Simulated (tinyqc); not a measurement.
# MOS inversion layer, Poisson-Schroedinger loop: effects of single changes

Electrons confined at an insulator interface at z = 0, treated as a hard wall; parabolic valleys, Hartree approximation, no image or exchange terms. The depletion charge lies far deeper than the electrons and gives a uniform field q Nd/(eps0 eps_r); the gate balances all charge. Energies are counted from the band edge at the interface.

Parameters, values chosen for the exercise; masses and permittivity close to those of In0.53Ga0.47As:

| symbol | value | unit | meaning |
|---|---|---|---|
| T | 77 | K | temperature |
| eps_r | 14 |  | relative permittivity |
| mz1 | 0.0404 | m0 | mass along z of valley set A (1 valley(s)) |
| md1 | 0.0406 | m0 | in-plane density-of-states mass of set A |
| Ns | 1.2e12 | cm^-2 | sheet density of electrons |
| Nd | 1.6e11 | cm^-2 | sheet density of depletion charge |

Constants: q = 1.602176634e-19 C, kB = 1.380649e-23 J/K, hbar = 1.054571817e-34 J s, m0 = 9.1093837015e-31 kg, Vt = kB T/q, eps0 = 8.8541878128e-14 F/cm where lengths are in cm, hbar^2/(2 m0) = 0.0380998212 eV nm^2. Results are converted to the units shown.

Each table varies one quantity; the others keep the values above.

## Effect of the sheet density of electrons

Schroedinger equation -(C/mz) psi'' + (V0 + U) psi = E psi, C = hbar^2/(2 m0), psi(0) = 0, on a uniform mesh of 800 nodes with a far wall at 89 nm, 8 levels a set; V0 = q Nd z/(eps0 eps_r); dU/dz = q (Ns - integral of n from 0 to z)/(eps0 eps_r), U(0) = 0; N_k = g md m0 q Vt/(pi hbar^2) ln(1 + exp((EF - E_k)/Vt)), g the number of valleys of the set, sum N_k = Ns. Triangular well: E_k = a_k (C F^2/mz)^(1/3), a_1 = 2.338107, a_2 = 4.087949, C = hbar^2/(2 m0), F in eV/nm. Fang-Howard (all electrons in the lowest level of set A): b^3 = 6 (mz1/C) q (Nd + 11 Ns/32)/(eps0 eps_r), centroid 3/b, level C b^2/(4 mz1) + (3/b) q (Nd + 11 Ns/16)/(eps0 eps_r). The centroid adds 3.9 z_av/eps_r to an oxide-equivalent thickness. Shares under 0.0001 % are printed as 0.

Results:
```
Ns (cm^-2)	A1 (meV)	A2 (meV)	EF (meV)	share of A1 (%)	share of A2 (%)	centroid z_av (nm)	added oxide equivalent (nm)	Fang-Howard centroid (nm)
1e11	48.2	78.0	50.4	98.2	1.75	11.4	3.16	11.9
1.7e11	55.3	86.3	63.4	97.9	2.06	10.9	3.05	11.5
3.1e11	68.4	102	85.7	96.9	3.01	10.3	2.87	10.7
5.3e11	87.1	125	116	94.4	5.49	9.72	2.71	9.86
9.4e11	118	164	167	88.6	11.1	9.17	2.55	8.79
1.6e12	161	223	239	82.0	17.2	8.61	2.40	7.73
5e12	333	468	539	69.9	24.1	7.23	2.02	5.59
```

Estimate the missing row, Ns = 2.9e12 cm^-2.

Computed row:
```
Ns (cm^-2)	A1 (meV)	A2 (meV)	EF (meV)	share of A1 (%)	share of A2 (%)	centroid z_av (nm)	added oxide equivalent (nm)	Fang-Howard centroid (nm)
2.9e12	234	325	363	75.4	22.0	7.90	2.20	6.57
```

With this row back in the table: As Ns goes from 1e11 to 5e12, A1 rises from 48.2 to 333 meV, the share of A1 falls from 98.2 to 69.9 % and the centroid falls from 11.4 to 7.23 nm. A1 goes as Ns^(0.65) between the last two rows (a triangular well in the field of that charge alone gives 2/3). The Fang-Howard centroid is 4.9 % above the full one in the first row, where A1 holds 98.2 %, and 23 % below it in the last, where A1 holds 69.9 %. For Ns = 2.9e12, 5e12 the energies exceed 0.25 eV, where non-parabolicity matters for so light a mass.

## Effect of the sheet density of depletion charge

Schroedinger equation -(C/mz) psi'' + (V0 + U) psi = E psi, C = hbar^2/(2 m0), psi(0) = 0, on a uniform mesh of 800 nodes with a far wall at 76 nm, 8 levels a set; V0 = q Nd z/(eps0 eps_r); dU/dz = q (Ns - integral of n from 0 to z)/(eps0 eps_r), U(0) = 0; N_k = g md m0 q Vt/(pi hbar^2) ln(1 + exp((EF - E_k)/Vt)), g the number of valleys of the set, sum N_k = Ns.

Effect of the sheet density of depletion charge:
```
Nd (cm^-2)	A1 (meV)	A2 (meV)	EF (meV)	share of A1 (%)	share of A2 (%)	centroid z_av (nm)	added oxide equivalent (nm)	Fang-Howard centroid (nm)
1e11	132	180	190	82.9	15.8	9.64	2.69	8.62
1.7e11	137	190	197	86.0	13.6	8.83	2.46	8.26
3.1e11	147	208	211	91.3	8.61	7.77	2.17	7.69
5.3e11	162	238	231	97.3	2.72	6.75	1.88	7.04
9.4e11	191	293	261	99.9	0.0806	5.86	1.63	6.24
1.6e12	233	373	304	100	3.04e-4	5.13	1.43	5.46
2.9e12	308	509	379	100	0	4.35	1.21	4.63
5e12	412	696	483	100	0	3.70	1.03	3.93
```

As Nd goes from 1e11 to 5e12, A1 rises from 132 to 412 meV, the share of A1 rises from 82.9 to 100 % and the centroid falls from 9.64 to 3.70 nm. A1 goes as Nd^(0.54) between the last two rows (a triangular well in the field of that charge alone gives 2/3). The Fang-Howard centroid is 11 % below the full one in the first row, where A1 holds 82.9 %, and 6.2 % above it in the last, where A1 holds 100 %. For Nd = 9.4e11, 1.6e12, 2.9e12, 5e12 the energies exceed 0.25 eV, where non-parabolicity matters for so light a mass.

Numbers from tinyqc (`OMP_NUM_THREADS=1 python tinyqc.py 2160041 2160042 out.jsonl`; about 0.4 s on one thread of a shared Intel Xeon 2.30GHz).
